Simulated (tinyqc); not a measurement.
Worked calculation: RKS/B3LYP (VWN-RPA form) in the 3-21g basis, for H-, spin multiplicity 1. The basis has no diffuse functions, so it cannot describe the extra electron: this is an exercise in the method, not the real anion. Computed by tinyqc, a small Python program that keeps every step (integrals from PySCF). Settings: charge = -1, multiplicity = 1, basis = 3-21g, energy threshold = 1e-09, iteration cap = 60, orthogonalisation = symmetric, start = core, DIIS depth = 4, method = RKS, functional = b3lyp, grid = [30, 26]. Command: `OMP_NUM_THREADS=1 python tinyqc.py 29819 29820 out.jsonl` (the two numbers bound the seeds that draw the settings). One thread of a shared host (Intel(R) Xeon(R) Processor @ 2.60GHz), about 0.2 s of CPU time with the checks. Later iterations appear only in the table of the cycle.

## One-electron integrals

Geometry (angstrom):
```
atom         x         y         z
H     0.000000  0.000000  0.000000
```

Basis 3-21g: exponents (1/bohr^2) and contraction coefficients of normalised primitives:
```
element  l (shell)  exponent  coefficient
H            s (1)  5.447178     0.156285
H            s (1)  0.824547     0.904691
H            s (2)  0.183192     1.000000
```

Overlap, kinetic and nuclear-attraction integrals over the contracted functions; the nuclear repulsion is the sum of Za Zb / Rab.

nuclear repulsion = 0 hartree

overlap S, order 1H 1s, 1H 2s:
```
[[1.000000, 0.645899],
 [0.645899, 1.000000]]
```

kinetic energy T (hartree), order 1H 1s, 1H 2s:
```
[[1.549405, 0.293152],
 [0.293152, 0.274788]]
```

nuclear attraction V (hartree), order 1H 1s, 1H 2s:
```
[[-1.720918, -0.782663],
 [-0.782663, -0.683004]]
```

core Hamiltonian H = T + V (hartree), order 1H 1s, 1H 2s:
```
[[-0.171513, -0.489511],
 [-0.489511, -0.408216]]
```

## Two-electron integrals

Functions are numbered as in S; the eight-fold symmetry (ij|kl) = (ji|kl) = (kl|ij) leaves the list below.

Two-electron integrals (ij|kl) in chemists' order, unique and non-zero (hartree):
```
(11|11) 1.140145   (21|11) 0.611403   (21|21) 0.345152   (22|11) 0.626370
(22|21) 0.380329   (22|22) 0.482957
```

## Orthogonalisation

S = U s U^T; symmetric (Loewdin) form X = U s^(-1/2) U^T, so that X^T S X = 1.

eigenvalues of S: [0.354101, 1.645899]

X, order 1H 1s, 1H 2s:
```
[[1.229980, -0.450512],
 [-0.450512, 1.229980]]
```

## Starting guess

The start is the orbitals of the core Hamiltonian; D = 2 C_occ C_occ^T.

D at the start, order 1H 1s, 1H 2s:
```
[[0.278865, 0.535708],
 [0.535708, 1.029108]]
```

## Iteration 1: exchange-correlation on the grid

Becke grid with 30 radial and 26 angular points per atom, points of zero weight dropped. rho = sum D_ij phi_i phi_j; V_xc,ij = sum w v_xc phi_i phi_j plus the gradient terms; v_xc is d(rho eps)/d rho at fixed gradient. Exact exchange is left to K.

The 8 grid points with the largest w rho, of 780 (bohr, atomic units):
```
x                  y          z         w       rho  |grad rho|^2     eps_xc       v_xc
1.295762    0.000000   0.000000  0.234895  0.049579      0.010370  -0.277144  -0.320150
0.000000    0.000000   1.295762  0.234895  0.049579      0.010370  -0.277144  -0.320150
0.000000    0.000000  -1.295762  0.234895  0.049579      0.010370  -0.277144  -0.320150
0.000000   -1.295762   0.000000  0.234895  0.049579      0.010370  -0.277144  -0.320150
-1.295762   0.000000   0.000000  0.234895  0.049579      0.010370  -0.277144  -0.320150
0.000000    1.295762   0.000000  0.234895  0.049579      0.010370  -0.277144  -0.320150
0.000000    1.545546   0.000000  0.380750  0.029517      0.003774  -0.240998  -0.273673
0.000000    0.000000   1.545546  0.380750  0.029517      0.003774  -0.240998  -0.273673
```

electrons on the grid, sum of w rho = 2.000000

E_xc = sum of w rho eps_xc = -0.55454829 hartree

V_xc (hartree), order 1H 1s, 1H 2s:
```
[[-0.501270, -0.269268],
 [-0.269268, -0.271222]]
```

## Iteration 1: building the Kohn-Sham matrix

J_ij = sum D_kl (ij|kl), K_ij = sum D_kl (ik|jl); F = H + J - 0.1 K + V_xc; E = tr D H + tr D J / 2 - 0.05 tr D K + E_xc + E_nn.

Coulomb J (hartree), order 1H 1s, 1H 2s:
```
[[1.617616, 0.931701],
 [0.931701, 1.079179]]
```

exchange K (hartree), order 1H 1s, 1H 2s:
```
[[1.328212, 1.082352],
 [1.082352, 1.000757]]
```

Kohn-Sham matrix F (hartree), order 1H 1s, 1H 2s:
```
[[0.812012, 0.064686],
 [0.064686, 0.299665]]
```

total energy of this density = -0.39497792 hartree

## Iteration 1: diagonalisation and new density

Diagonalise F' = X^T F X, C = X C', fill 1 alpha and 1 beta electrons from the bottom; D = 2 C_occ C_occ^T. Each column has its largest component positive (the first on a tie).

F' = X^T F X (hartree):
```
[[1.217585, -0.505013],
 [-0.505013, 0.546467]]
```

orbital energies (hartree): [0.275694, 1.488358]

coefficients C, order 1H 1s, 1H 2s:
```
[[0.184165, 1.296879],
 [0.871115, -0.978248]]
```

D after iteration 1, order 1H 1s, 1H 2s:
```
[[0.067833, 0.320857],
 [0.320857, 1.517684]]
```

## Iteration 2: exchange-correlation on the grid

As before.

The 8 grid points with the largest w rho, of 780 (bohr, atomic units):
```
x                  y          z         w       rho  |grad rho|^2     eps_xc       v_xc
0.000000    1.829828   0.000000  0.606957  0.020256      0.001109  -0.211097  -0.243012
0.000000    0.000000  -1.829828  0.606957  0.020256      0.001109  -0.211097  -0.243012
1.829828    0.000000   0.000000  0.606957  0.020256      0.001109  -0.211097  -0.243012
0.000000   -1.829828   0.000000  0.606957  0.020256      0.001109  -0.211097  -0.243012
-1.829828   0.000000   0.000000  0.606957  0.020256      0.001109  -0.211097  -0.243012
0.000000    0.000000   1.829828  0.606957  0.020256      0.001109  -0.211097  -0.243012
0.000000   -1.545546   0.000000  0.380750  0.032039      0.002568  -0.238510  -0.280193
0.000000    1.545546   0.000000  0.380750  0.032039      0.002568  -0.238510  -0.280193
```

electrons on the grid, sum of w rho = 2.000000

E_xc = sum of w rho eps_xc = -0.47450761 hartree

V_xc (hartree), order 1H 1s, 1H 2s:
```
[[-0.450367, -0.251938],
 [-0.251938, -0.272527]]
```

## Iteration 2: building the Kohn-Sham matrix

As before.

Coulomb J (hartree), order 1H 1s, 1H 2s:
```
[[1.420318, 0.840183],
 [0.840183, 1.019527]]
```

exchange K (hartree), order 1H 1s, 1H 2s:
```
[[0.993518, 0.930413],
 [0.930413, 1.000452]]
```

Kohn-Sham matrix F (hartree), order 1H 1s, 1H 2s:
```
[[0.699086, 0.005692],
 [0.005692, 0.238739]]
```

total energy of this density = -0.43754097 hartree

## Iteration 2: DIIS over 2 matrices

error matrix X^T (FDS - SDF) X:
```
[[0.000000, -0.062143],
 [0.062143, 0.000000]]
```

B (overlaps of the stored error matrices):
```
[[2.5029496e-01, -4.3967839e-02],
 [-4.3967839e-02, 7.7235710e-03]]
```

Minimise |sum c_i e_i|^2 with sum c_i = 1: solve [B -1; -1 0][c; lambda] = [0; -1] with B_ij = tr e_i^T e_j, and take F = sum c_i F_i.

DIIS coefficients: [0.149417, 0.850583]

extrapolated F (hartree), order 1H 1s, 1H 2s:
```
[[0.715959, 0.014507],
 [0.014507, 0.247843]]
```

## Iteration 2: diagonalisation and new density

As before.

F' = X^T F X (hartree):
```
[[1.117364, -0.509171],
 [-0.509171, 0.504184]]
```

orbital energies (hartree): [0.216423, 1.405125]

coefficients C, order 1H 1s, 1H 2s:
```
[[0.212960, 1.292463],
 [0.849145, -0.997379]]
```

D after iteration 2, order 1H 1s, 1H 2s:
```
[[0.090704, 0.361668],
 [0.361668, 1.442093]]
```

## Iteration 7 (converged): orbitals

converged F (hartree), order 1H 1s, 1H 2s:
```
[[0.714580, 0.013860],
 [0.013860, 0.247566]]
```

As before.

F' = X^T F X (hartree):
```
[[1.115940, -0.509364],
 [-0.509364, 0.504202]]
```

orbital energies (hartree): [0.215927, 1.404215]

coefficients C, order 1H 1s, 1H 2s:
```
[[0.213741, 1.292334],
 [0.848542, -0.997892]]
```

D after iteration 7, order 1H 1s, 1H 2s:
```
[[0.091370, 0.362737],
 [0.362737, 1.440047]]
```

## Convergence

Stop when the energy changes by less than 1e-09 hartree and every element of the error matrix X^T (F D S - S D F) X is below 9e-06.

Course of the cycle:
```
iteration  E (hartree)     change  largest element of the error matrix
1          -0.39497792          -                             3.54e-01
2          -0.43754097  -4.26e-02                             6.21e-02
3          -0.43896413  -1.42e-03                             1.66e-03
4          -0.43896479  -6.63e-07                             9.65e-04
5          -0.43896496  -1.69e-07                             6.83e-04
6          -0.43896513  -1.70e-07                             6.24e-06
7          -0.43896513  -1.42e-11                             2.85e-08
```

PySCF RKS in the same basis, fine grid = -0.43896533 hartree

Converged in 7 iterations.

## Populations

Mulliken: Z minus the diagonal of D S on the atom; Loewdin: the same with S^(1/2) D S^(1/2).

Charges (e):
```
atom   Mulliken    Loewdin
1H    -1.000000  -1.000000
```
